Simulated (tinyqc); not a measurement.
Two-dimensional electron gas with Rashba and Dresselhaus coupling, step by step. Values are carried at full precision from step to step, so a last printed digit may differ when a step is redone from the rounded ones.

H = c k^2/m + al (ky sx - kx sy) + b1 (kx sx - ky sy) + gam kx ky (kx sy - ky sx), s the Pauli matrices, x = [100], c = hbar^2/2m0, b1 = gam (pi/L)^2 (hard walls). H = c k^2/m + B.s, so E = c k^2/m -/+ |B| and the lower state has its spin along -B.

Constants: hbar^2/2m0 = 3.80998211 eV angstrom^2; hbar = 6.58211957e-16 eV s.

Values chosen for the exercise (of the size met in GaAs; the results hold for these values, not for the real material): m = 0.0707 m0 (mass); al = 0.023 eV angstrom (Rashba constant); gam = 10.5 eV angstrom^3 (bulk Dresselhaus constant); L = 140 angstrom (width of the (001) well); n = 6.1 1e11/cm^2 (sheet density (one subband filled)); phi = 60 degrees (angle of k from [100]).

## Scales

b1; mean Fermi wave vector k0 = sqrt(2 pi n) (1e11/cm^2 = 1e-5/angstrom^2); E0 = c k0^2/m; b3 = gam k0^2/4; kR = al m/(2c) and ER = al kR/2, the shift and depth of a pure Rashba band.

b1 = 0.005287 eV angstrom
k0 = 0.01958 1/angstrom
E0 = 20.654 meV
b3 = 0.001006 eV angstrom
kR = 0.0002134 1/angstrom
ER = 0.002454 meV

The ratio al/(b1 - b3) is 5.37; kR is 1.1 % of k0.

## Spin-orbit field at one point of the Fermi circle

k = k0 (cos phi, sin phi). Form B, the splitting 2|B| and the direction of the lower spin, atan2(-By, -Bx).

Bx, By (meV): 0.4122  -0.2977

splitting = 1.0169 meV
direction of the lower spin = 144.2 degrees

## The matrix

H = [[E0, Bx - i By], [Bx + i By, E0]] in meV; diagonalise. Precession period h/(2|B|) = 2 pi hbar/(splitting).

H (meV):
```
,up,down
up,20.6544,0.4122+0.2977i
down,0.4122-0.2977i,20.6544
```

levels (meV): 20.1460  21.1629

period = 4.07 ps

## The two wave vectors at the energy E0 along this direction

Solve c k^2/m -/+ |B(k)| = E0. The spin turns by (k_outer - k_inner) per length, so a half turn takes pi/(difference).

k (1/angstrom): outer 0.019819, inner 0.019338

difference = 0.0004819 1/angstrom
length of a half turn = 651.9 nm

For linear terms alone the difference is (m/c)|B|/k, whatever the energy: every electron along this direction turns alike, the basis of the spin transistor. The cubic term makes it depend on density.

## Checks

- Difference of the Fermi wave vectors without Dresselhaus terms against al m/c: both 0.00042680.

tinyqc: `OMP_NUM_THREADS=1 python tinyqc.py 1450719 1450720 out.jsonl`; about 0.01 s, one thread, shared Intel(R) Xeon(R) Processor @ 2.30GHz.
